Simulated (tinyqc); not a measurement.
# From highest frequency, long ring back to defect mass M'

Model: vibrations of a mass or spring defect in a linear chain. Computed by tinyqc, a small Python program. Command: `OMP_NUM_THREADS=1 python tinyqc.py 3011893 3011894 out.jsonl localmode inv`. One thread of a shared host (Intel(R) Xeon(R) Processor @ 2.30GHz), about 0.04 s of CPU time with the checks.

A ring of N atoms with nearest-neighbour springs k and motion along the chain. Atom 1 is the defect, of mass M', and its two springs are k'. All other atoms have the mass M.

Inputs (values chosen for the exercise, for a model chain): spring constant k = 1.56 eV/angstrom^2; host mass M = 24.2 u; spring ratio k'/k at the defect = 1.

Host: monatomic.

Constants: nu for 1 eV/(angstrom^2 u) = 15.6333042 THz.

Method:
- Host band: lambda from 0 to 4k/M.
- nu = 15.6333042 THz x sqrt(lambda), lambda in eV/(angstrom^2 u).
- D_ii = (sum of the two springs at i)/M_i, D_ij = -k_ij/sqrt(M_i M_j) for neighbours, closed into a ring.
- The same matrix for 120 atoms; amplitudes are the mass-weighted eigenvector, in size, relative to the defect, for the highest mode; its weight is the squared component of the normalised eigenvector on the defect.

Task: A run gave the result below. Find the defect mass M', known to lie between 9 and 16 u.

highest frequency, long ring = 9.474538 THz

Result:

Each step takes the trial c = (a f_b - b f_a)/(f_b - f_a), f being the result less the target and a, b, c the logarithms of the listed values; c replaces end b, the old b replaces a if the sign of f changed, and otherwise f_a is halved.

Scan of the range:
```
defect mass M' (u)  highest frequency, long ring (THz)
9.00                                           10.2019
9.91                                            9.8365
10.90                                           9.5021
12.00                                           9.1920
13.20                                           8.9124
14.50                                           8.6650
16.00                                           8.4376
```

False position (Illinois rule, in the logarithm of the input) inside the bracket:
```
step    end a    end b    trial  highest frequency, long ring (THz)
1     10.9000  12.0000  10.9937                             9.47341
2     10.9000  10.9937  10.9866                             9.47557
3     10.9937  10.9866  10.9900                             9.47454
4     10.9866  10.9900  10.9900                             9.47454
```

Highest frequency, long ring falls at every point of a 13-point scan of the range (every second point is shown), so one value fits; it is bracketed by 10.9 and 12.0. Answer: defect mass M' = 10.99 u.
